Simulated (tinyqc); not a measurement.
Implant damage, amorphisation by cascade overlap, and solid-phase epitaxial regrowth: one step, computed by the program tinyqc. Command: `OMP_NUM_THREADS=1 python tinyqc.py 3113797 3113798 out.jsonl sper walk`. One thread of a shared host (Intel(R) Xeon(R) Processor @ 2.30GHz), about 0.01 s of CPU time with the checks.

Range and width of the damage are inputs. Dynamic annealing enters only through the surviving share f.

Problem. The amorphous layer. Displaced share x(z) = f nu Q exp(-(z - R_d)^2/(2 s_d^2))/(sqrt(2 pi) s_d N); the layer is amorphous where x > x_c, between R_d -/+ s_d sqrt(2 ln(x_max/x_c)), the upper edge being cut at the surface. Threshold dose Q_c = Q x_c/x_max.

Inputs (values chosen for the exercise, modelled on germanium ions in silicon):

| quantity | value | unit |
|---|---|---|
| atomic density N | 49.9 | 1/nm^3 |
| depth of the damage peak R_d | 38 | nm |
| width of the damage profile s_d | 21 | nm |
| share of defects that survive f | 0.58 | - |
| critical displaced share x_c | 0.11 | - |
| dose Q | 1.5e+14 | 1/cm^2 |

displacements per ion nu = 1150.264

Give: peak displaced share x_max; threshold dose Q_c; upper edge; lower edge.

Solution.

peak displaced share x_max = 0.3810

threshold dose Q_c = 4.331e+13 1/cm^2

upper edge = 4.899 nm

lower edge = 71.10 nm

The layer is buried, so it regrows from both sides and the two fronts meet in a defect plane.
